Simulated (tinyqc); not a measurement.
# An infinitely deep well in a field (quantum-confined Stark shift), Airy functions: two studies

Hard walls at x = -L/2 and +L/2; between them U(x) = -F x (eV, zero at the centre). C = hbar^2/(2 m0), e = (C F^2/m1)^(1/3), z1 = (F L/2 - E)/e at the left wall and z2 = (-F L/2 - E)/e at the right wall. Levels are the roots of D(E) = Ai(z1) Bi(z2) - Ai(z2) Bi(z1).

Inputs (values chosen for the exercise):
- m1 = 0.48 m0 (mass)
- L = 19 nm (well width)
- F = 0.00061 V/nm (field)

Constants: q = 1.602176634e-19 C, hbar = 1.054571817e-34 J s, m0 = 9.1093837015e-31 kg, hbar^2/(2 m0) = 0.0380998212 eV nm^2. Results are converted to the units shown.

Each table varies one quantity; the others keep the values above.

## The Stark shift against field

Exact shifts E_n(F) - E_n(0) from the roots of D; <x> = -dE_1/dF. E_n(0) = C (n pi/L)^2/m1; second-order shift m1 F^2 L^4 (1 - 15/(pi n)^2)/(48 C pi^2 n^2).

The Stark shift against field:
columns A: F (V/nm); B: F L/E_1(0); C: shift of level 1 (meV); D: second order, 1 (meV); E: shift of level 2 (meV); F: second order, 2 (meV); G: <x> of level 1 (nm)
```
A            B         C         D         E         F       G
0.00012  1.051  -0.02589  -0.02594  0.007682  0.007736  0.4305
0.00017  1.488  -0.05184  -0.05206   0.01531   0.01553  0.6073
0.00025  2.189   -0.1116   -0.1126   0.03257   0.03358  0.8843
0.00036  3.152   -0.2291   -0.2335   0.06540   0.06962   1.250
0.00052  4.553   -0.4690   -0.4871    0.1278    0.1453   1.740
0.00075  6.567   -0.9413    -1.013    0.2331    0.3022   2.348
0.0011   9.631    -1.896    -2.180    0.3807    0.6500   3.069
0.0016   14.01    -3.621    -4.612    0.4567     1.375   3.783
```

What does the table show?

The shift of level 1 falls from -0.0259 to -3.62 meV, as F^(1.99) between the first two rows and F^(1.73) between the last two (second order: power 2). Second order is 0.22 % above it in size in the first row and 27 % above it in the last. The shift of level 2 rises from 0.00768 to 0.457 meV.

## The Stark shift against well width

Same model as above.

The Stark shift against well width:
columns A: L (nm); B: F L/E_1(0); C: shift of level 1 (meV); D: second order, 1 (meV); E: shift of level 2 (meV); F: second order, 2 (meV); G: <x> of level 1 (nm)
```
A         B         C         D        E        F       G
11.2  1.094  -0.08075  -0.08094  0.02395  0.02414  0.2641
13.8  2.046   -0.1850   -0.1866  0.05417  0.05563  0.6018
16.4  3.435   -0.3639   -0.3721   0.1030   0.1110   1.168
19    5.341   -0.6370   -0.6704   0.1679   0.1999   1.992
21.6  7.847    -1.013    -1.120   0.2321   0.3339   3.043
24.2  11.04    -1.485    -1.764   0.2634   0.5261   4.243
26.7  14.82    -2.014    -2.614   0.2258   0.7796   5.462
29.3  19.59    -2.621    -3.791  0.08702    1.131   6.753
```

What does the comparison show?

The shift of level 1 falls from -0.0807 to -2.62 meV, as L^(3.97) between the first two rows and L^(2.84) between the last two (second order: power 4). Second order is 0.24 % above it in size in the first row and 45 % above it in the last. The shift of level 2 goes from 0.0240 through a maximum of 0.263 (at L = 24.2 nm among the rows listed) to 0.0870 meV.

Numbers from tinyqc (`OMP_NUM_THREADS=1 python tinyqc.py 2580128 2580129 out.jsonl`; about 0.03 s on one thread of a shared Intel Xeon 2.30GHz).
